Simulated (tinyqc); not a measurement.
# A chain with two barriers and dephasing by Buettiker voltage probes: coherent and dephased transmission against energy

Sites 1 to 6 form a chain with hopping -t. Lead L joins site 1 and lead R site 6, both semi-infinite chains with hopping -t and site energy 0. Every site carries a probe with self-energy -i Gamma_p/2 that draws no net current. Linear response at zero temperature: mu_L = 1, mu_R = 0 in units of the bias.

Sigma = t^2 g(E), g(x) = (x - i sqrt(4 t^2 - x^2))/(2 t^2) for |x| < 2 t and (x - sign(x) sqrt(x^2 - 4 t^2))/(2 t^2) otherwise; Gamma = -2 Im Sigma; G = (E - H - Sigma_L - Sigma_R + i Gamma_p/2)^(-1). With Gamma the broadening by one lead, T_RL = Gamma^2 |G_(6,1)|^2, T_pL = Gamma Gamma_p |G_(p,1)|^2, T_pR = Gamma Gamma_p |G_(p,6)|^2, T_pq = Gamma_p^2 |G_(p,q)|^2 for p != q. No current into probe p: W mu = T_pL with W_pp = T_pL + T_pR + sum_q T_pq and W_pq = -T_pq. Then T_eff = T_RL + sum_p T_pR mu_p, and the resistance is (h/2q^2)/T_eff. Without probes means Gamma_p = 0.

Inputs (values chosen for the exercise):
- t = 1 eV (hopping (matrix element -t))
- U = [2, 0, 0, 0, 0, 3.7] eV (site energies 1 to N)
- gp = 0.9 eV (probe broadening Gamma_p)

Coherent and dephased transmission against energy:
```
E (eV)	T without probes	T_eff
-1.8	0.0081097	0.040067
-1.5	0.016563	0.068104
-1.2	0.025946	0.095586
-0.9	0.44593	0.13317
-0.6	0.090148	0.13581
-0.3	0.042024	0.12268
0	0.064882	0.13614
0.3	0.49509	0.16562
0.6	0.11368	0.15200
0.9	0.031421	0.11699
1.2	0.030949	0.10337
1.5	0.74540	0.093476
1.8	0.0026826	0.053392
```

Read the table: what changes, and by how much?

Without probes T lies between 0.00268 and 0.745 in these rows, with them between 0.0401 and 0.166. The probes lower it in 3 rows and raise it in 10; the largest relative gain is at E = 1.8 eV, where the coherent value is 0.00268.

Numbers from tinyqc (`OMP_NUM_THREADS=1 python tinyqc.py 2700012 2700013 out.jsonl`; about 0.01 s on one thread of a shared Intel Xeon 2.30GHz).
